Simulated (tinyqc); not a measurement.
Ways to reach the isolated limit: finite-size error of a charged defect in a periodic cell: Madelung and Makov-Payne terms. Computed by tinyqc, a small Python program. Command: `OMP_NUM_THREADS=1 python tinyqc.py 3026607 3026608 out.jsonl imagecharge walk`. One thread of a shared host (Intel(R) Xeon(R) Processor @ 2.30GHz), about 0.04 s of CPU time with the checks.

L is the cube root of the cell volume. The defect charge is a Gaussian, rho(r) = q (2 pi sigma^2)^(-3/2) exp(-r^2/2 sigma^2), repeated periodically in a uniform neutralising background and screened by a continuum. The model cell energy is E(L) = E_0 + [periodic - isolated electrostatic energy].

Inputs (values chosen for the exercise, for a model host):

| quantity | value | unit |
|---|---|---|
| charge q | 1 | e |
| cell length L | 17.6 | angstrom |
| dielectric constant eps | 16.5 | - |
| width sigma of the defect charge | 1.7 | angstrom |
| formation energy of the isolated defect E_0 | 2.459 | eV |

Supercell lattice: bcc. Screening: isotropic.

scatter added to the six cells, standing for numerical noise (meV): -0.78  1.3  0.91  -1.2  -0.93  -0.15

Constants: e^2/(4 pi eps_0) = 14.39964548 eV angstrom.

Method:
- Cell vectors: (-1,1,1), (1,-1,1), (1,1,-1), scaled to volume L^3.
- Ewald sum for a unit point charge: scale each Cartesian component of the cell by 1/sqrt(eps_i), giving R', G' and V'; E = [ (1/2) sum erfc(eta R')/R' + (2 pi/V') sum exp(-G'^2/4 eta^2)/G'^2 - eta/sqrt(pi) - pi/(2 V' eta^2) ] e^2/(4 pi eps_0) / sqrt(eps_x eps_y eps_z), over n_i = -6..6, omitting n = (0,0,0), eta = 2/V'^(1/3). alpha = -2 E eps_g L/(e^2/(4 pi eps_0)), eps_g = (eps_x eps_y eps_z)^(1/3).
- Periodic energy of the Gaussian: (2 pi q^2/V) sum_(G != 0) exp(-sigma^2 G^2)/(G.eps.G) x e^2/(4 pi eps_0), n_i = -k..k with k = max(9, L/sigma rounded up). Isolated energy: q^2/(2 sqrt(pi) sigma) <1/(n.eps.n)> e^2/(4 pi eps_0), the mean over directions n, here 1/eps.
- Cells of the same shape with L scaled by 0.7, 0.85, 1, 1.25, 1.5 and 2; the scatter is added to E(L).
- The point-charge correction scales as 1/L from its value at the input L.
- Least-squares fits of E(L) to a + b/L, a + c/L^3 or a + b/L + c/L^3; the estimate is a, and errors are against E_0.

Scaling data:

| L (angstrom) | 1/L (1/angstrom) | E(L) (eV) | E(L) + point-charge correction (eV) |
|---|---|---|---|
| 12.32 | 0.0811688 | 2.36439 | 2.46669 |
| 14.96 | 0.0668449 | 2.38078 | 2.46503 |
| 17.60 | 0.0568182 | 2.39120 | 2.46282 |
| 22.00 | 0.0454545 | 2.40200 | 2.45929 |
| 26.40 | 0.0378788 | 2.41119 | 2.45893 |
| 35.20 | 0.0284091 | 2.42341 | 2.45921 |

point-charge correction -q^2 E = 0.0716130 eV

nearest image = 19.2038 angstrom

Estimates of E_0:

| way | estimate (eV) | error (meV) |
|---|---|---|
| largest cell, uncorrected | 2.4234 | -35.593 |
| largest cell, point-charge term | 2.4592 | 0.213 |
| 1/L fit, three smallest | 2.4542 | -4.822 |
| 1/L fit, all six | 2.4533 | -5.736 |
| 1/L^3 fit, all six | 2.4165 | -42.507 |
| 1/L and 1/L^3, three smallest | 2.4404 | -18.636 |
| 1/L and 1/L^3, all six | 2.4555 | -3.522 |
| corrected data, 1/L^3 fit | 2.4587 | -0.290 |

coefficient b of the full fit = -1.1639 eV angstrom

What follows from these numbers?

Best here: largest cell, point-charge term (+0.2 meV); worst: 1/L^3 fit, all six (-43 meV). The fitted b is 92.3 % of the Madelung value -q^2 alpha e^2/(8 pi eps_0 eps_g). The three-term fit to three small cells has no spare point and magnifies the scatter. A pure 1/L fit lands below E_0, because the positive 1/L^3 term flattens the small-cell points.

Extremes, crossings and ranges named in words are read from the listed rows.
